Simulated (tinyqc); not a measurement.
Warping of the constant-energy contours: six-band Luttinger-Kohn model.

Six-band Luttinger-Kohn model in the basis |3/2,3/2>, |3/2,1/2>, |3/2,-1/2>, |3/2,-3/2>, |1/2,1/2>, |1/2,-1/2>, electron energies, zero at the top of the unstrained valence band. H = -[rows: (P+Q, -S, R, 0, -S/r2, r2 R); (-S*, P-Q, 0, R, -r2 Q, r32 S); (R*, 0, P-Q, S, r32 S*, r2 Q); (0, R*, S*, P+Q, -r2 R*, -S*/r2); (-S*/r2, -r2 Q, r32 S, -r2 R, P+Dso, 0); (r2 R*, r32 S*, r2 Q, -S/r2, 0, P+Dso)], r2 = sqrt(2), r32 = sqrt(3/2). Levels are twofold.

P = c g1 k^2 - av tr(e); Q = c g2 (kx^2 + ky^2 - 2 kz^2) - (b/2)(exx + eyy - 2 ezz); R = c sqrt3 [-g2 (kx^2 - ky^2) + 2i g3 kx ky] + (sqrt3/2) b (exx - eyy) - i d exy; S = 2 c sqrt3 g3 (kx - i ky) kz - d (exz - i eyz); c = hbar^2/2m0, e the strain tensor (not engineering shear).

Constants: hbar^2/2m0 = 3.80998211 eV angstrom^2.

Parameters, chosen for this exercise (near those of Si; not measured data):
- Dso = 0.044 eV (spin-orbit splitting)
- g1 = 4.29 (Luttinger gamma1)
- g2 = 0.34 (gamma2)
- g3 = 1.45 (gamma3)
- E_h = 60 meV (hole energy below the top)

No strain (e = 0). In the plane kz = 0, |k| where the top and second pairs lie E_h below the top, against the angle from [100]; m = c k^2/E_h.

Contours:
```
angle (degrees)  k top (1/angstrom)  k second (1/angstrom)  m top (m0)  m second (m0)
0                            0.0660                 0.0581       0.277          0.214
9                            0.0700                 0.0579       0.311          0.213
18                           0.0826                 0.0577       0.433          0.211
27                           0.1087                 0.0576       0.750          0.211
36                           0.1589                 0.0576       1.604          0.210
45                           0.2074                 0.0576       2.730          0.210
```

What does the comparison show?

The heavy contour reaches 3.140 times as far along [110] as along [100], the light one 0.991 times. The warping follows g3 - g2 = 1.11 and would vanish for g2 = g3. Along [100] the heavy mass is 1/(g1 - 2 g2) = 0.277 at any energy, while the light one is 0.2143, against 1/(g1 + 2 g2) = 0.2012 at the edge, for E_h/Dso = 1.36.

(tinyqc, `OMP_NUM_THREADS=1 python tinyqc.py 1050539 1050540 out.jsonl`, Intel(R) Xeon(R) Processor @ 2.30GHz, 1 thread, shared host, about 0.1 s.)
